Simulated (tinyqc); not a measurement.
# One rectangular barrier with mass mismatch, transfer matrices, step by step

Program tinyqc, `OMP_NUM_THREADS=1 python tinyqc.py 2560003 2560004 out.jsonl`; Intel Xeon 2.30GHz, shared host, one thread, about 0.01 s. Printed values are rounded.

One electron of energy E comes from the left lead (band edge 0); no transverse momentum. Parabolic bands, masses in units of m0, C = hbar^2/(2 m0); psi and psi'/m are continuous at every interface. The right lead equals the left one.

Values chosen for this exercise; masses and offsets close to those of GaAs wells and AlGaAs barriers:
- mL = 0.067 m0 (mass in the left lead)
- U1 = 0.25 eV (barrier height)
- m1 = 0.093 m0 (barrier mass)
- d1 = 3.8 nm (barrier width)
- E = 0.369 eV (electron energy)

Constants: q = 1.602176634e-19 C, hbar = 1.054571817e-34 J s, m0 = 9.1093837015e-31 kg, hbar^2/(2 m0) = 0.0380998212 eV nm^2. Results are converted to the units shown.

## Wave numbers

k = sqrt(m (E - U)/C) where E > U, K = sqrt(m (U - E)/C) where E < U; v = k/m in the leads.

Layers:

|  | U (eV) | m (m0) | d (nm) | k or K (1/nm) | which |
|---|---|---|---|---|---|
| 1 | 0.25 | 0.093 | 3.8 | 0.5389562 | k |

vL = 12.02304 1/nm
vR = 12.02304 1/nm

## Matrices of the layers

For the pair (psi, psi'/m) a flat layer has M = [[cos kd, (m/k) sin kd], [-(k/m) sin kd, cos kd]] with k = sqrt(m (E - U)/C) above its edge U, and M = [[cosh Kd, (m/K) sinh Kd], [(K/m) sinh Kd, cosh Kd]] with K = sqrt(m (U - E)/C) below it. M12 is in nm, M21 in 1/nm.

M of layer 1:

|  | 1 | 2 |
|---|---|---|
| 1 | -0.4593269 | 0.1532756 |
| 2 | -5.147712 | -0.4593269 |

## Transmission and reflection

The matrix M carries (psi, psi'/m) across the stack, and v = k/m in each lead. psi = 1 + r at the left edge (incident amplitude 1) and t at the right edge. With det M = 1, a = i vR M11 - M21 and b = -vL vR M12 - i vL M22: t = 2 i vL/(a - b), r = -(a + b)/(a - b), T(E) = (vR/vL) |t|^2, R(E) = |r|^2.

t = -0.3061498+0.7568294i
r = 0.5353377+0.2165528i
T(E) = 0.6665184
R(E) = 0.3334816

T(E) + R(E) = 1: the current is conserved.
